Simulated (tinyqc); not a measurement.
Worked calculation: RHF in the 6-311g basis, for H2, spin multiplicity 1. One step of it, computed by the program tinyqc.

Problem. Iteration 8 (converged): orbitals. Diagonalise F' = X^T F X, C = X C', fill 1 alpha and 1 beta electrons from the bottom; D = 2 C_occ C_occ^T. Each column has its largest component positive (the first on a tie).

converged F (hartree), order 1H 1s, 1H 2s, 1H 3s, 2H 1s, 2H 2s, 2H 3s:
$$\begin{pmatrix}
0.552981 & -0.472120 & -0.481953 & -0.543076 & -0.541449 & -0.460834 \\
-0.472120 & -0.386062 & -0.393205 & -0.541449 & -0.497120 & -0.411842 \\
-0.481953 & -0.393205 & -0.255112 & -0.460834 & -0.411842 & -0.271399 \\
-0.543076 & -0.541449 & -0.460834 & 0.552981 & -0.472120 & -0.481953 \\
-0.541449 & -0.497120 & -0.411842 & -0.472120 & -0.386062 & -0.393205 \\
-0.460834 & -0.411842 & -0.271399 & -0.481953 & -0.393205 & -0.255112
\end{pmatrix}$$

X, order 1H 1s, 1H 2s, 1H 3s, 2H 1s, 2H 2s, 2H 3s:
$$\begin{pmatrix}
0.582899 & -0.913593 & -0.709095 & 0.693285 & 0.569532 & 0.157728 \\
-2.245906 & 1.408466 & 1.207738 & 0.330702 & 0.082613 & 0.230551 \\
3.388098 & -0.818633 & 0.922581 & 0.099941 & -0.493460 & 0.220641 \\
-0.582899 & -0.913593 & 0.709095 & -0.693285 & 0.569532 & 0.157728 \\
2.245906 & 1.408466 & -1.207738 & -0.330702 & 0.082613 & 0.230551 \\
-3.388098 & -0.818633 & -0.922581 & -0.099941 & -0.493460 & 0.220641
\end{pmatrix}$$

Give: F' = X^T F X; orbital energies; coefficients C; D after iteration 8.

Solution.

F' = X^T F X (hartree):
$$\begin{pmatrix}
1.1420 & 0.0000 & -0.9342 & 0.4745 & 0.0000 & 0.0000 \\
0.0000 & 1.9162 & 0.0000 & 0.0000 & -0.8573 & 0.0175 \\
-0.9342 & 0.0000 & 1.3548 & -0.9105 & 0.0000 & 0.0000 \\
0.4745 & 0.0000 & -0.9105 & 1.1384 & 0.0000 & 0.0000 \\
0.0000 & -0.8573 & 0.0000 & 0.0000 & 0.7383 & -0.1462 \\
0.0000 & 0.0175 & 0.0000 & 0.0000 & -0.1462 & -0.5871
\end{pmatrix}$$

orbital energies (hartree): MO1 -0.6059, MO2 0.1736, MO3 0.3036, MO4 0.6659, MO5 2.3697, MO6 2.7957

coefficients C, order 1H 1s, 1H 2s, 1H 3s, 2H 1s, 2H 2s, 2H 3s:
$$\begin{pmatrix}
0.1967 & 0.0780 & -0.0508 & 0.0866 & -1.0689 & 1.1444 \\
0.2928 & -0.0550 & -0.6980 & 1.8104 & 1.2128 & -1.8252 \\
0.1224 & 2.3916 & 0.8428 & -2.2638 & -0.4868 & 1.2229 \\
0.1967 & -0.0780 & -0.0508 & -0.0866 & -1.0689 & -1.1444 \\
0.2928 & 0.0550 & -0.6980 & -1.8104 & 1.2128 & 1.8252 \\
0.1224 & -2.3916 & 0.8428 & 2.2638 & -0.4868 & -1.2229
\end{pmatrix}$$

D after iteration 8, order 1H 1s, 1H 2s, 1H 3s, 2H 1s, 2H 2s, 2H 3s:
$$\begin{pmatrix}
0.0774 & 0.1152 & 0.0481 & 0.0774 & 0.1152 & 0.0481 \\
0.1152 & 0.1714 & 0.0716 & 0.1152 & 0.1714 & 0.0716 \\
0.0481 & 0.0716 & 0.0299 & 0.0481 & 0.0716 & 0.0299 \\
0.0774 & 0.1152 & 0.0481 & 0.0774 & 0.1152 & 0.0481 \\
0.1152 & 0.1714 & 0.0716 & 0.1152 & 0.1714 & 0.0716 \\
0.0481 & 0.0716 & 0.0299 & 0.0481 & 0.0716 & 0.0299
\end{pmatrix}$$
